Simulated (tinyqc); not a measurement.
## Space-charge-limited current with shallow traps: effect of the thickness

One carrier type, drift only, an injecting contact at x = 0 (zero field) and thickness L. The share th = y/(1 + y), y = (Nc/Nt) exp(-Et/kB T), of the injected charge is free: J = q mu n F, eps0 eps_r dF/dx = q (n - n0)/th.

Ohmic J = q n0 mu V/L; Mott-Gurney J = (9/8) th eps0 eps_r mu V^2/L^3; they cross at Vx = 8 q n0 L^2/(9 th eps0 eps_r); traps fill at V_TFL = q Nt L^2/(2 eps0 eps_r). Exact: with u = n0/n(L), w = -u - ln(1 - u) and v = -u - u^2/2 - ln(1 - u), V = (q n0 L^2/(th eps0 eps_r)) v/w^2 and J = q^2 n0^2 mu L/(th eps0 eps_r w).

Values chosen for this exercise:
- T = 350 K (temperature)
- eps_r = 9.6 (relative permittivity)
- mu = 1.4 cm^2/(V s) (mobility)
- Nc = 5e20 cm^-3 (band density of states)
- Nt = 4.2e16 cm^-3 (trap density)
- Et = 0.2 eV (trap depth)
- n0 = 9.1e14 cm^-3 (free carrier density in equilibrium)
- V = 4.9 V (voltage)

Constants: q = 1.602176634e-19 C, kB = 1.380649e-23 J/K, Vt = kB T/q, eps0 = 8.8541878128e-14 F/cm where lengths are in cm. Results are converted to the units shown.

Result of one run:

| L (nm) | J (A/cm^2) | ohmic (A/cm^2) | Mott-Gurney (A/cm^2) | d ln J/d ln V |
|---|---|---|---|---|
| 1600 | 12.36 | 6.251 | 7.378 | 1.576 |

What becomes of these results when the thickness L is changed from 1600 to 270 nm, all else the same?

Result of the changed run:

| L (nm) | J (A/cm^2) | ohmic (A/cm^2) | Mott-Gurney (A/cm^2) | d ln J/d ln V |
|---|---|---|---|---|
| 270 | 1563 | 37.04 | 1535 | 1.982 |

The whole series:

| L (nm) | J (A/cm^2) | ohmic (A/cm^2) | Mott-Gurney (A/cm^2) | d ln J/d ln V |
|---|---|---|---|---|
| 170 | 6195 | 58.83 | 6151 | 1.993 |
| 270 | 1563 | 37.04 | 1535 | 1.982 |
| 410 | 456.8 | 24.39 | 438.5 | 1.960 |
| 650 | 121.7 | 15.39 | 110.0 | 1.903 |
| 1000 | 37.92 | 10.00 | 30.22 | 1.792 |
| 1600 | 12.36 | 6.251 | 7.378 | 1.576 |
| 2400 | 5.690 | 4.167 | 2.186 | 1.337 |

J falls from 6190 to 5.69 A/cm^2, as L^(-2.98) between the first two rows and L^(-1.91) between the last two (space charge -3, ohmic -1). The thickness law marks a bulk-limited current; an electrode-limited one depends on V/L alone. For L = 170, 270, 410 V exceeds half of V_TFL, which goes as L^2, so trap filling, left out here, would raise the current.

Range of the model: Diffusion and a field-dependent mobility are left out. With injecting contacts the diffusion current, about 4 pi^2 Vt th eps0 eps_r mu V/L^3, equals the Mott-Gurney current at V = 35 kB T/q (0.9 V at 300 K), so the drift-only result needs V well above that.

Program tinyqc, `OMP_NUM_THREADS=1 python tinyqc.py 2370171 2370172 out.jsonl`; Intel Xeon 2.30GHz, shared host, one thread, about 0.01 s.
